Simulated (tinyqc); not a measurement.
Ratio and sensitivities against delay: time-domain thermoreflectance: layered heat flow under a modulated pulse train, and what the signal ratio measures. Computed by tinyqc, a small Python program. Command: `OMP_NUM_THREADS=1 python tinyqc.py 3114114 3114115 out.jsonl tdtr walk`. One thread of a shared host (Intel(R) Xeon(R) Processor @ 2.30GHz), about 0.1 s of CPU time with the checks.

Pulses repeat at 80 MHz; heat is laid down at the surface, all layers are isotropic.

Inputs (values chosen for the exercise, modelled on aluminium on beta-Ga2O3):

| quantity | value | unit |
|---|---|---|
| metal thickness d | 63 | nm |
| metal conductivity | 120 | W/(m K) |
| metal heat capacity | 2.42 | MJ/(m^3 K) |
| boundary conductance G under the metal | 47 | MW/(m^2 K) |
| substrate conductivity kappa | 15 | W/(m K) |
| substrate heat capacity C | 3.25 | MJ/(m^3 K) |
| modulation frequency f | 2 | MHz |
| spot radius w (1/e^2, pump and probe) | 4.5 | micrometre |

Stack: metal, substrate.

Method:
- For radial wave number k and angular frequency W each layer has u = sqrt(4 pi^2 k^2 + i W C/kappa) and gamma = kappa u. Surface impedance from below: Z = 1/gamma for the substrate; a layer of thickness L maps Z to (Z + tanh(u L)/gamma)/(1 + gamma Z tanh(u L)); a boundary adds 1/G.
- Response per absorbed watt H(W) = 2 pi int_0^(2/w) Z(k, W) exp(-pi^2 k^2 w^2) k dk by 20 Gauss-Legendre points.
- Signal: X + iY = sum_(m = -M..M) H(2 pi (f + m f_r)) exp(i 2 pi m f_r t) exp(-pi (m/M)^2 x 4), f_r = 80 MHz, M = 4000, with H(-W) the complex conjugate of H(W); V_in = X, V_out = Y, ratio = -V_in/V_out.
- Sensitivity S = ln(ratio'/ratio)/ln(1.01) for a rise of one input by 1 %.

Ratio and sensitivities:

| t (ps) | ratio | S to kappa | S to G | S to d | S to C | S to w |
|---|---|---|---|---|---|---|
| 100 | 3.8373 | 0.40913 | -0.03178 | -0.69999 | 0.33748 | -0.26498 |
| 200 | 3.7323 | 0.40506 | -0.05330 | -0.67082 | 0.33329 | -0.26238 |
| 400 | 3.5404 | 0.39663 | -0.09185 | -0.61563 | 0.32458 | -0.25749 |
| 800 | 3.2101 | 0.37950 | -0.15674 | -0.51639 | 0.30677 | -0.24872 |
| 1500 | 2.7539 | 0.35004 | -0.24349 | -0.36977 | 0.27575 | -0.23599 |
| 2500 | 2.2782 | 0.31035 | -0.32690 | -0.20462 | 0.23323 | -0.22215 |
| 4000 | 1.7966 | 0.25722 | -0.39269 | -0.02790 | 0.17504 | -0.20833 |

What does the comparison show, and why?

The largest sensitivity in size at 100 ps is to d (-0.70). At 400 ps an error of 3 % in d passes on as 5 % in kappa.

Extremes, crossings and ranges named in words are read from the listed rows.
